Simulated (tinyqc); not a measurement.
What each parameter does: optical transitions of a finite quantum well.

Each carrier sees a square well of width L with its own depth V and masses m (inside), mb (outside); c = hbar^2/2m0, k = sqrt(m E/c), kappa = sqrt(mb (V - E)/c), and level n solves k L + 2 atan[(k/m)/(kappa/mb)] = n pi. The envelope is cos(kz) for odd n and sin(kz) for even n inside, joins exp(-kappa (|z| - L/2)) outside, and is normalised to 1. Excitons and band mixing are left out.

Constants: hbar^2/2m0 = 3.80998211 eV angstrom^2; hc = 1239.841984 eV nm.

Parameters, chosen for this exercise (near those of a GaAs well in AlGaAs; the results hold for these values, not for the real material):
- L = 131 angstrom (well width)
- Eg = 1.547 eV (gap of the well)
- Vc = 0.251 eV (conduction offset)
- Vv = 0.135 eV (valence offset)
- me = 0.0652 m0 (electron, well)
- meb = 0.0927 m0 (electron, barrier)
- mh = 0.354 m0 (heavy hole along z, well)
- mhb = 0.406 m0 (heavy hole, barrier)
- ml = 0.0919 m0 (light hole along z, well)
- mlb = 0.1054 m0 (light hole, barrier)

Edge wavelength hc/(Eg + e1 + hh1), squared overlap of e1 and hh1, and the confinement energies.

Results for these values:
```
case  edge (nm)  overlap^2  e1 (meV)  hh1 (meV)
base      788.6     0.9900      20.6        4.7
```

What happens to each result for meb = 0.1112 m0, all else kept?

Answer: edge rises from 788.6 to 788.9; overlap^2 falls from 0.9900 to 0.9884; e1 falls from 20.6 to 19.8; hh1 does not change at the printed digits.

The same for each parameter in turn:
```
case              edge (nm)  overlap^2  e1 (meV)  hh1 (meV)
base                  788.6     0.9900      20.6        4.7
L = 144 angstrom      790.4     0.9913      17.7        4.0
Eg = 1.578 eV         773.3     0.9900      20.6        4.7
Vc = 0.213 eV         788.9     0.9861      19.8        4.7
Vv = 0.162 eV         788.5     0.9875      20.6        4.8
me = 0.0717 m0        789.1     0.9925      19.4        4.7
mh = 0.301 m0         788.3     0.9930      20.6        5.3
meb = 0.1112 m0       788.9     0.9884      19.8        4.7
```

Computed by tinyqc, a small Python program: `OMP_NUM_THREADS=1 python tinyqc.py 1250779 1250780 out.jsonl` (the numbers bound the seed that draws the inputs); one thread of a shared host (Intel(R) Xeon(R) Processor @ 2.30GHz), about 0.05 s for the whole set of steps.
